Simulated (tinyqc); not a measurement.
Inside a calculation. Model: MOS inversion layer, Poisson-Schroedinger loop.

Program tinyqc, `OMP_NUM_THREADS=1 python tinyqc.py 2160126 2160127 out.jsonl`; Intel Xeon 2.30GHz, shared host, one thread, about 1 s. Printed values are rounded.

Electrons confined at an insulator interface at z = 0, treated as a hard wall; parabolic valleys, Hartree approximation, no image or exchange terms. The depletion charge lies far deeper than the electrons and gives a uniform field q Nd/(eps0 eps_r); the gate balances all charge. Energies are counted from the band edge at the interface.

Inputs (values chosen for the exercise); masses and permittivity close to those of silicon (100):
```
symbol,value,unit,meaning
T,400,K,temperature
eps_r,11.7,,relative permittivity
mz1,0.918,m0,mass along z of valley set A (2 valley(s))
md1,0.193,m0,in-plane density-of-states mass of set A
mz2,0.19,m0,mass along z of valley set B (4 valley(s))
md2,0.413,m0,in-plane density-of-states mass of set B
Ns,7.9e11,cm^-2,sheet density of electrons
Nd,2.2e11,cm^-2,sheet density of depletion charge
dE,0,eV,extra shift of set B (strain)
hz,2.9,nm,mesh step
a,0.3,,mixing factor
```

Constants: q = 1.602176634e-19 C, kB = 1.380649e-23 J/K, hbar = 1.054571817e-34 J s, m0 = 9.1093837015e-31 kg, Vt = kB T/q, eps0 = 8.8541878128e-14 F/cm where lengths are in cm, hbar^2/(2 m0) = 0.0380998212 eV nm^2. Results are converted to the units shown.

## Fixed part of the potential

z, node 1 to 14 (nm): 2.9  5.8  8.7  11.6  14.5  17.4  20.3  23.2  26.1  29  31.9  34.8  37.7  40.6

V0 = q Nd z/(eps0 eps_r) in eV.

fixed potential V0, node 1 to 14 (eV): 0.009867  0.019735  0.029602  0.039469  0.049336  0.059204  0.069071  0.078938  0.088805  0.098673  0.108540  0.118407  0.128274  0.138142

## Round 1: levels and probability densities

self-consistent potential U at the start, node 1 to 14 (eV): 0  0  0  0  0  0  0  0  0  0  0  0  0  0

Tridiagonal Hamiltonian with psi = 0 one step beyond both ends: H_ii = C (1/m_(i-1/2) + 1/m_(i+1/2))/hz^2 + V0_i + U_i (+ dE for the set B), H_(i,i+1) = -C/(m_(i+1/2) hz^2), C = hbar^2/(2 m0). The lowest 2 level(s) of each valley set are kept, normalised to hz sum |psi|^2 = 1. The mass is the same on all intervals.

levels (eV): A1 0.0175117, A2 0.0293727, B1 0.0302942, B2 0.0519068

```
node	|psi|^2 of A1 (1/nm)	|psi|^2 of A2 (1/nm)	|psi|^2 of B1 (1/nm)	|psi|^2 of B2 (1/nm)
1	0.283880	0.056663	0.111208	0.086208
2	0.057734	0.216011	0.145363	0.004837
3	0.003134	0.067531	0.067703	0.061682
4	0.000078	0.004493	0.017312	0.111511
5	0.000001	0.000128	0.002871	0.060179
6	0.000000	0.000002	0.000338	0.016965
7	0.000000	0.000000	0.000030	0.003030
8	0.000000	0.000000	0.000002	0.000379
9	0.000000	0.000000	0.000000	0.000035
10	0.000000	0.000000	0.000000	0.000003
11	0.000000	0.000000	0.000000	0.000000
12	0.000000	0.000000	0.000000	0.000000
13	0.000000	0.000000	0.000000	0.000000
14	0.000000	0.000000	0.000000	0.000000
```

## Round 1: Fermi level and occupations

Level k holds N_k = D_k Vt ln(1 + exp((EF - E_k)/Vt)) with D = 2 md1 m0 q/(pi hbar^2) for the set A, D = 4 md2 m0 q/(pi hbar^2) for the set B per eV (spin included); EF is fixed by sum N_k = Ns.

EF = -0.112592 eV
N_k (cm^-2): A1 1.26109e11, A2 8.96874e10, B1 3.73796e11, B2 2.00408e11

## Round 1: density, output potential and mixing

n_i = sum_k N_k |psi_k|^2 (converted to cm^-3). Hartree part by Gauss: on the interval before node i the electrons still beyond are S_i = Ns - hz sum_(j<i) n_j, and U_i = U_(i-1) + q S_i hz/(eps0 eps_r) in eV, U_0 = 0 at the interface. Mixing: U(new) = U + a (U(out) - U).

```
node	n (1e17 cm^-3)	U(out) (eV)	U after round 1 (eV)
1	9.97277	0.0354324	0.0106297
2	8.19596	0.0578934	0.0173680
3	4.41207	0.0696941	0.0209082
4	2.92317	0.0757560	0.0227268
5	1.31451	0.0780158	0.0234048
6	0.35263	0.0785659	0.0235698
7	0.06183	0.0786573	0.0235972
8	0.00767	0.0786682	0.0236005
9	0.00071	0.0786692	0.0236008
10	0.00005	0.0786693	0.0236008
11	0.00000	0.0786693	0.0236008
12	0.00000	0.0786693	0.0236008
13	0.00000	0.0786693	0.0236008
14	0.00000	0.0786693	0.0236008
```

## Course of the self-consistent loop

Start from U = 0. Stop when the largest |U(out) - U| is below 1e-7 eV, or after 60 rounds. From round 2 on: Anderson mixing of depth m keeps the last m inputs V and residuals F = V(out) - V(in), fits c by least squares to F = dF c over their successive differences dF, dV, and sets V(new) = V + a F - (dV + a dF) c. Here m = 3.

Course of the iteration:
```
round	level A1 (eV)	EF (eV)	largest |U(out) - U| (eV)
1	0.0175117	-0.112592	0.0787
2	0.0289534	-0.0966350	0.0462
3	0.0477667	-0.0725202	6.48e-3
4	0.0536141	-0.0664002	2.19e-3
5	0.0541595	-0.0662900	9.81e-5
6	0.0541981	-0.0662824	5.19e-5
7	0.0542305	-0.0662720	1.73e-5
8	0.0542357	-0.0662681	1.20e-5
9	0.0542482	-0.0662586	3.05e-6
10	0.0542482	-0.0662580	1.50e-6
11	0.0542479	-0.0662581	1.01e-6
12	0.0542473	-0.0662583	2.86e-7
13	0.0542474	-0.0662582	2.07e-7
14	0.0542476	-0.0662581	3.45e-8
```

Converged in 14 rounds.

## Converged levels, occupations and centroid

converged U, node 1 to 14 (eV): 0.0354325  0.0516202  0.0584301  0.0611181  0.0618340  0.0619625  0.0619790  0.0619805  0.0619806  0.0619807  0.0619807  0.0619807  0.0619807  0.0619807

Solve for the levels with V0 + U, find EF, n_i = sum_k N_k |psi_k|^2 (in cm^-3); share of each level N_k/Ns; centroid sum n z/sum n.

levels (eV): A1 0.054248, A2 0.080692, B1 0.075499, B2 0.105998
EF = -0.0662581 eV
shares (%): A1 21.0128, A2 9.8348, B1 48.8791, B2 20.2733
n, node 1 to 14 (in units of 1e18 cm^-3): 1.47957  0.72101  0.31689  0.15163  0.04516  0.00861  0.00114  0.00011  0.00001  0.00000  0.00000  0.00000  0.00000  0.00000
centroid = 5.07287 nm

An 800-node mesh to 69 nm with 8 levels a set gives A1 = 0.04804 eV, EF = -0.07683 eV and a centroid of 6.724 nm; the levels kept above hold 74.4 % of the electrons there. The coarse centroid is 25 % below the fine one.

## Closed-form estimates

Triangular well: E_k = a_k (C F^2/mz)^(1/3), a_1 = 2.338107, a_2 = 4.087949, C = hbar^2/(2 m0), F in eV/nm. Fang-Howard (all electrons in the lowest level of set A): b^3 = 6 (mz1/C) q (Nd + 11 Ns/32)/(eps0 eps_r), centroid 3/b, level C b^2/(4 mz1) + (3/b) q (Nd + 11 Ns/16)/(eps0 eps_r). Use F = q (Nd + Ns)/(eps0 eps_r), the surface field, and F = q (Nd + Ns/2)/(eps0 eps_r).

A1 with the surface field = 0.0505851 eV
A1 with Nd + Ns/2 = 0.0363406 eV
A2 with Nd + Ns/2 = 0.0635379 eV
b = 1.03199 1/nm
Fang-Howard centroid = 2.90701 nm
Fang-Howard level = 0.0453600 eV

Against the self-consistent A1 = 0.04804 eV on a fine mesh, the surface-field estimate is 5.3 % above it, the half-charge one 24 % below it and Fang-Howard 5.6 % below it. A1 holds 18.5 % of the electrons, and the Fang-Howard centroid is 57 % below the full one.
